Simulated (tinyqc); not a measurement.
Electron mobility in a silicon inversion layer, empirical terms and Matthiessen rule: two steps of the calculation.

Inversion layer of sheet density Ns on a uniformly doped body. The mobility terms are empirical power laws with prefactors chosen for the exercise; adding their inverses (Matthiessen) is itself an approximation.

Values chosen for this exercise; material values close to those of silicon:

| symbol | value | unit | meaning |
|---|---|---|---|
| T | 350 | K | temperature |
| Eg | 1.13 | eV | band gap |
| eps_r | 11.7 |  | relative permittivity of the semiconductor |
| Nc | 3.5e19 | cm^-3 | conduction-band density of states at T |
| Nv | 3.31e19 | cm^-3 | valence-band density of states at T |
| Nb | 1.1e17 | cm^-3 | body doping |
| Vsb | 0.3 | V | reverse body bias |
| eta | 0.5 |  | weight of the inversion charge in the effective field |
| Ap | 430 | cm^2/(V s) | phonon-limited mobility at 1 MV/cm and 300 K |
| As | 745 | cm^2/(V s) | roughness-limited mobility at 1 MV/cm |
| gs | 2 |  | exponent of the roughness term |
| Ac | 1800 | cm^2/(V s) | Coulomb prefactor |
| Nit | 1.5e12 | cm^-2 | charge at the interface |
| Ns | 7.8e11 | cm^-2 | inversion density |

Constants: q = 1.602176634e-19 C, kB = 1.380649e-23 J/K, Vt = kB T/q, eps0 = 8.8541878128e-14 F/cm where lengths are in cm. Results are converted to the units shown.

Problem 1. Depletion charge and effective field. ni = sqrt(Nc Nv) exp(-Eg/(2 Vt)), Eg in volts; Ndep = sqrt(2 eps0 eps_r Nb (2 Vt ln(Nb/ni) + Vsb)/q); E = q (Ndep + eta Ns)/(eps0 eps_r), in MV/cm.

Find: ni; Ndep; E.

Solution 1.

ni = 2.4906e11 cm^-3
Ndep = 1.2418e12 cm^-2
E = 0.25237 MV/cm

The depletion charge gives 76.1 % of the field.

Problem 2. Mobility terms and their sum. With t = T/(300 K): muC = Ac (Ns/1e12 cm^-2) t/(Nb/1e17 cm^-3 + Nit/1e11 cm^-2), muP = Ap E^(-1/3) t^(-1.75), muS = As E^(-gs); 1/mu is the sum of the inverses.

E = 0.25237349 MV/cm

Find: terms; mu; shares of 1/mu.

Solution 2.

terms (cm^2/(V s)): Coulomb 101.74, phonon 519.55, roughness 11697
mu = 84.465 cm^2/(V s)
shares of 1/mu (%): Coulomb 83.021, phonon 16.257, roughness 0.72211

The Coulomb term limits most.

Program tinyqc, `OMP_NUM_THREADS=1 python tinyqc.py 2510129 2510130 out.jsonl`; Intel Xeon 2.30GHz, shared host, one thread, about 0.01 s.
